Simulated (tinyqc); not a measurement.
Raising the sheet density: inversion layer as a triangular well, valleys of the Si type.

Six ellipsoidal valleys with their long axes along the cube axes, mass ml along the axis and mt across it. For a valley whose axis makes the angle theta with the surface normal, 1/m_z = cos^2(theta)/ml + sin^2(theta)/mt sets the confinement; in the plane the masses are m_1 = mt and m_2 = ml mt/m_z, and m_d = sqrt(m_1 m_2).

The field is taken as constant, e F = 4 pi (e^2/4 pi eps0)(Nd + eta Ns)/eps, with 1e12/cm^2 = 1e-4/angstrom^2, and the oxide as a hard wall at z = 0; c = hbar^2/2m0.

Level j of a valley lies at E_j = a_j (c (e F)^2/m_z)^(1/3) above the band edge at the surface, with the Airy zeros a_j = 2.338107, 4.087949, 5.520560, 6.786708, 7.944134, 9.022651, 10.040174, 11.008524, 11.936016, 12.828777, and has <z> = 2 E_j/(3 e F).

Subband i holds n_i = g m_d/(2 pi c) kB T ln(1 + exp((EF - E_i)/kB T)) (spin included), and EF is fixed by sum n_i = Ns over the levels listed or, where none are listed, over j = 0 to 9 of each group; 1e12/cm^2 = 1e-4/angstrom^2.

Constants: hbar^2/2m0 = 3.80998211 eV angstrom^2; e^2/(4 pi eps0) = 14.39964547 eV angstrom; kB = 8.617333262e-05 eV/K.

Inputs chosen for the exercise (near those of Si; shifted at random, so the results belong to these values and not to a real crystal): ml = 0.928 m0 (longitudinal mass); mt = 0.189 m0 (transverse mass); eps = 11.9 (dielectric constant); Nd = 0.11 x 1e12/cm^2 (depletion charge); eta = 0.5 (share of Ns in the effective field); face = 111 (surface); T = 150 K (temperature); Nss = (1, 2, 3, 5, 8, 12) x 1e12/cm^2 (sheet densities).

Valleys (masses in m0):

| valleys g | cos^2(theta) | m_z | m_1 | m_2 | m_d |
|---|---|---|---|---|---|
| 6 | 0.33333 | 0.25730 | 0.18900 | 0.68167 | 0.35894 |

The field, the ladders and EF anew for each Ns.

Results:

| Ns (1e12/cm^2) | F (MV/cm) | lowest E (eV) | next - lowest (meV) | EF - lowest (meV) | share of lowest (%) | <z> (angstrom) |
|---|---|---|---|---|---|---|
| 1.0 | 0.093 | 0.0546 | 40.9 | -31.8 | 95.4 | 40.7 |
| 2.0 | 0.169 | 0.0814 | 60.9 | -21.8 | 99.0 | 32.4 |
| 3.0 | 0.245 | 0.1043 | 78.1 | -15.8 | 99.7 | 28.5 |
| 5.0 | 0.397 | 0.1439 | 107.7 | -8.0 | 100.0 | 24.2 |
| 8.0 | 0.625 | 0.1948 | 145.8 | -0.1 | 100.0 | 20.8 |
| 12.0 | 0.929 | 0.2537 | 189.9 | 7.6 | 100.0 | 18.2 |

What can be read from this table?

Levels scale as F^(2/3): the field grows by 10.02 and the lowest level by 4.65. The layer thins from 40.7 to 18.2 angstrom. EF passes the lowest edge between 8 and 12 e12/cm^2. The share of the lowest subband rises throughout: the spacing grows faster than the band fills.

tinyqc: `OMP_NUM_THREADS=1 python tinyqc.py 1281492 1281493 out.jsonl`; about 0.02 s, one thread, shared Intel(R) Xeon(R) Processor @ 2.30GHz.
